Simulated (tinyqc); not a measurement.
Growing the shell: core-shell quantum dot (spherical envelope functions).

Parabolic bands; strain and other valleys are left out. s states, u = r psi, hard wall at R + H, c = hbar^2/2m0, energies from the band edges of the core. Core: u = sin(k1 r)/k1, k1 = sqrt(m1 E/c). At R, psi and psi'/m are continuous, so u is continuous and its slope in the shell is s = u/R + (m2/m1)(u' - u/R). Shell: u(R + x) = u(R) cos(k2 x) + s sin(k2 x)/k2, k2 = sqrt(m2 (E - V)/c); for negative arguments the functions turn into sinh and cosh. A level has u(R + H) = 0.

Overlap = (integral of u_e u_h)^2 with normalised u. Coulomb integrals J_ab = (q/eps) double integral of u_a(r)^2 u_b(s)^2/max(r, s), q = e^2/(4 pi eps0), one eps everywhere. Exciton E = Eg + E_e + E_h - J_eh; first-order biexciton shift J_ee + J_hh - 2 J_eh (positive: repulsive).

Constants: hbar^2/2m0 = 3.80998211 eV angstrom^2; e^2/(4 pi eps0) = 14.39964547 eV angstrom; hc = 1239.841984 eV nm.

Inputs chosen for the exercise (near those of a CdSe/CdS core-shell dot; the results hold for these values, not for the real material):
- R = 21 angstrom (core radius)
- Vc = 0.292 eV (conduction edge of the shell above that of the core)
- Vv = 0.435 eV (hole barrier of the shell)
- me1 = 0.133 m0 (electron, core)
- me2 = 0.209 m0 (electron, shell)
- mh1 = 0.469 m0 (hole, core)
- mh2 = 0.836 m0 (hole, shell)
- Eg = 1.714 eV (gap of the core)
- eps = 6 (dielectric constant)
- Hs = (2, 7, 13, 20, 26, 44, 56) angstrom (shell thicknesses)

All quantities anew for each H.

Results:
```
H (angstrom)  E_e (eV)  E_h (eV)  electron in core  overlap  J_eh (meV)  E (eV)  biexciton shift (meV)
2               0.4836    0.1357             0.991    1.000       177.7   2.156                    0.0
7               0.3084    0.1094             0.890    0.980       152.9   1.979                    1.1
13              0.2490    0.1075             0.778    0.916       142.7   1.928                    4.3
20              0.2285    0.1075             0.702    0.850       136.4   1.913                    7.3
26              0.2224    0.1075             0.667    0.814       133.3   1.911                    9.0
44              0.2183    0.1075             0.628    0.771       129.3   1.910                   11.0
56              0.2180    0.1075             0.622    0.764       128.7   1.911                   11.4
```

The line moves by -245 meV: the electron gives -266, the hole -28 and the weaker attraction +49 meV. Over the last step E_e moves by -0.3 meV and E_h by 0.0 meV; the electron level lies below the shell edge Vc, so it is bound to the core and settles. The overlap goes from 1.000 to 0.764, which scales the radiative lifetime by 1.3 if the rate is proportional to it. Up to H = 7 angstrom E_e exceeds 0.15 Eg, where a parabolic band overstates it.

tinyqc: `OMP_NUM_THREADS=1 python tinyqc.py 1252397 1252398 out.jsonl`; about 0.08 s, one thread, shared Intel(R) Xeon(R) Processor @ 2.30GHz.
